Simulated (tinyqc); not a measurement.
# Worked calculation: thermoelectric coefficients of a parabolic band, Landauer integrals

Computed by the program tinyqc: `OMP_NUM_THREADS=1 python tinyqc.py 2800116 2800117 out.jsonl`, one thread of a shared Intel Xeon 2.30GHz, about 0.1 s for the whole run. Printed values are rounded.

Bulk parabolic band, x = (E - Ec)/kB T, C = hbar^2/(2 m0), kB T in eV. Modes per area gv m kB T x/(4 pi C) times the back-scattering length l0 x^rr give the transport function s0 X(x), s0 = (2 q^2/h) gv m kB T l0/(4 pi C), X = x^(1 + rr). I_k = int X (x - eta)^k w dx, w = 1/(4 cosh^2((x - eta)/2)).

Values chosen for this exercise:
```
symbol,value,unit,meaning
T,700,K,temperature
m,0.34,m0,mass of one valley
gv,1,,valleys
l0,24,nm,back-scattering length at x = 1
rr,0,,energy exponent of that length
kL,1.6,W/(m K),lattice thermal conductivity
eta,4.1,,reduced Fermi level (EF - Ec)/kB T
xa,0,,lower end of the grid
xe,16,,upper end of the grid
nE,17,,points of the grid
```

Constants: q = 1.602176634e-19 C, kB = 1.380649e-23 J/K, hbar = 1.054571817e-34 J s, h = 6.62607015e-34 J s, m0 = 9.1093837015e-31 kg, Vt = kB T/q, hbar^2/(2 m0) = 0.0380998212 eV nm^2. Results are converted to the units shown.

Range of the model: Parabolic bands, elastic scattering and a fixed kL make these model figures, not those of a material.

## The three integrals on a coarse grid

Simpson's rule on nE equally spaced points from xa to xe.

```
point,x,X,w,X w
0,0.0000,0,0.0160367,0
1,1.0000,1,0.0412490,0.0412490
2,2.0000,2,0.0971947,0.194389
3,3.0000,3,0.187370,0.562110
4,4.0000,4,0.249376,0.997504
5,5.0000,5,0.205500,1.02750
6,6.0000,6,0.113180,0.679082
7,7.0000,7,0.0494336,0.346035
8,8.0000,8,0.0194467,0.155573
9,9.0000,9,0.00733691,0.0660322
10,10.0000,10,0.00272450,0.0272450
11,11.0000,11,0.00100576,0.0110633
12,12.0000,12,3.70469e-4,0.00444563
13,13.0000,13,1.36352e-4,0.00177257
14,14.0000,14,5.01696e-5,7.02375e-4
15,15.0000,15,1.84576e-5,2.76863e-4
16,16.0000,16,6.79031e-6,1.08645e-4
```

I_0, I_1, I_2 on this grid: [4.11405, 3.19599, 14.1308]

Converged values are 4.1164, 3.1895 and 14.135; the grid is 0.058 % below the first and 0.027 % below the last.

## Coefficients of the electrons

converged I_0, I_1, I_2: [4.11644, 3.18947, 14.1347]

sigma = s0 I_0, S = -(kB/q) I_1/I_0, Lorenz number L = (kB/q)^2 [I_2/I_0 - (I_1/I_0)^2], kappa_e = L sigma T.

s0 = 796.568 S/cm
sigma = 3279.02 S/cm
S = -66.7682 uV/K
L = 2.10402 x 1e-8 V^2/K^2
kappa_e = 4.82940 W/(m K)

L is 14 % below the Sommerfeld value (pi^2/3)(kB/q)^2 = 2.443e-8 V^2/K^2. The Mott formula -(pi^2/3)(kB/q)(1 + rr)/eta gives -69.1 uV/K, 3.6 % above S in size.

## Power factor and figure of merit

Power factor S^2 sigma, ZT = S^2 sigma T/(kappa_e + kL).

power factor = 1.46179 mW/(m K^2)
ZT = 0.159152
electronic share of kappa = 75.1143 %
